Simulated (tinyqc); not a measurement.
The decay curve: photoconductance decay in a wafer: bulk and surface recombination modes, and iron detection by pair splitting. Computed by tinyqc, a small Python program. Command: `OMP_NUM_THREADS=1 python tinyqc.py 3114370 3114371 out.jsonl pcd walk`. One thread of a shared host (Intel(R) Xeon(R) Processor @ 2.30GHz), about 0.01 s of CPU time with the checks.

Both faces of the wafer have the same S; injection is low and all coefficients are constant. x runs from -W/2 to W/2.

Inputs (values chosen for the exercise, modelled on p-type silicon):

| quantity | value | unit |
|---|---|---|
| thickness W | 775 | micrometre |
| diffusivity D | 32.2 | cm^2/s |
| bulk lifetime tau_b without iron | 8.2 | microsecond |
| surface recombination velocity S | 39 | cm/s |
| absorption coefficient alpha | 11 | 1/cm |

Method:
- Even modes cos(a x) obey b tan b = S W/(2 D) with b = a W/2, odd modes sin(a x) obey -b cot b = S W/(2 D); each decays at the rate 1/tau_b + D a^2.
- tau_eff is the decay time of the first mode. The surface time is 1/(D a^2) of that mode; shortcuts for it are W/(2 S), W^2/(pi^2 D) and their sum, whose error is sum/surface time - 1.
- Light from one face makes n(x, 0) proportional to exp(-alpha (x + W/2)). Only even modes carry the thickness average: weight c_n = [sin b/b] int n cos(a x) dx / (int cos^2(a x) dx x mean n), with int exp(-alpha (x + W/2)) cos(a x) dx = [alpha cos b (1 - E) + a sin b (1 + E)]/(alpha^2 + a^2), E = exp(-alpha W), and int cos^2 = W/2 + sin(2 b)/(2 a).
- Mean density = sum_n c_n exp(-t/tau_n) over 60 modes; the local decay time is -1/(d ln n/dt).

W^2/(pi^2 D) = 18.8994 microsecond

tau_eff = 8.13391 microsecond

Decay:

| t / (W^2/(pi^2 D)) | t (microsecond) | mean density/start | local decay time (microsecond) |
|---|---|---|---|
| 0.02 | 0.378 | 0.95457 | 8.1303 |
| 0.05 | 0.945 | 0.89027 | 8.1310 |
| 0.10 | 1.890 | 0.79260 | 8.1317 |
| 0.20 | 3.780 | 0.62823 | 8.1325 |
| 0.50 | 9.450 | 0.31287 | 8.1335 |
| 1.00 | 18.899 | 0.09790 | 8.1339 |
| 2.00 | 37.799 | 0.00959 | 8.1339 |

What does the comparison show, and why?

The local decay time stays at 8.13 microsecond against tau_eff = 8.13. Higher modes matter little here.
